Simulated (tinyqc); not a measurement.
Vacuum evaporation: vapour pressure, source flux, thickness distribution, purity and step coverage: one step, computed by the program tinyqc. Command: `OMP_NUM_THREADS=1 python tinyqc.py 3111273 3111274 out.jsonl evap walk`. One thread of a shared host (Intel(R) Xeon(R) Processor @ 2.30GHz), about 0.01 s of CPU time with the checks.

Molecular flow, unit sticking of the metal, no re-evaporation. The background gas is taken as water vapour (18.015 g/mol, collision diameter 0.37 nm) at 300 K.

Problem. Offset source and rotation. Rotating wafer, source offset by s and facing upwards: thickness at radius r is the mean over the angle a of (1 + (r^2 + s^2 - 2 r s cos a)/h^2)^(-(n + 3)/2), by 360 equal steps; non-uniformity (max - min)/(max + min) over 21 radii from 0 to R.

Inputs (values chosen for the exercise, modelled on silver, with constants for the liquid):
```
quantity                         value  unit
directionality n                     3     -
source-to-wafer distance h          47    cm
wafer radius R                      15    cm
source offset from the axis s/h    0.4     -
```

Give: centre thickness relative to an axial source; edge over centre, rotating; non-uniformity, rotating.

Solution.

centre thickness relative to an axial source = 0.64066

edge over centre, rotating = 0.88010

non-uniformity, rotating = 6.3775 %
